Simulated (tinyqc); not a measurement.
From results back to parameters: standing waves and exposure in a photoresist film. Three cases, with inputs chosen for the exercise.

Problem. Bleaching of a resist on an index-matched plate: T(0) = T12 exp(-(A + B) d), T(end) = T12 exp(-B d), T12 = 1 - ((n1 - 1)/(n1 + 1))^2, and the first slope dT/dD = T(0) C A T12 (1 - exp(-(A + B) d))/(A + B). Here d = dT and D is the dose; A, B and C are hidden.

Case 1.

Values chosen (out of a larger set: a resist on Si, indices near tabulated ones; not measured data): n1 = 1.689 (resist index); dT = 0.834 micrometre (resist thickness on an index-matched plate).

T(0) = 0.508277
T(end) = 0.859583
dT/dD = 0.0024296 cm^2/mJ

Case 2.

Values chosen (out of a larger set: a resist on Si, indices near tabulated ones; not measured data): n1 = 1.699 (resist index); dT = 1.092 micrometre (resist thickness on an index-matched plate).

T(0) = 0.589743
T(end) = 0.864271
dT/dD = 0.0021926 cm^2/mJ

Case 3.

Values chosen (out of a larger set: a resist on W, indices near tabulated ones; not measured data): n1 = 1.72 (resist index); dT = 0.675 micrometre (resist thickness on an index-matched plate).

T(0) = 0.509974
T(end) = 0.893021
dT/dD = 0.0039946 cm^2/mJ

Find: A; B; C.

Solution. A = ln(T(end)/T(0))/d, B = ln(T12/T(end))/d, and the slope then gives C.

Case 1.

A = 0.63 1/micrometre
B = 0.10 1/micrometre
C = 0.013 cm^2/mJ

Case 2.

A = 0.35 1/micrometre
B = 0.07 1/micrometre
C = 0.013 cm^2/mJ

Case 3.

A = 0.83 1/micrometre
B = 0.06 1/micrometre
C = 0.020 cm^2/mJ

Computed by tinyqc, one run a case: `OMP_NUM_THREADS=1 python tinyqc.py N N+1 out.jsonl` with N = 1680726, 1680766, 1680881; one thread of a shared Intel(R) Xeon(R) Processor @ 2.30GHz, about 0.01 s a run at most.
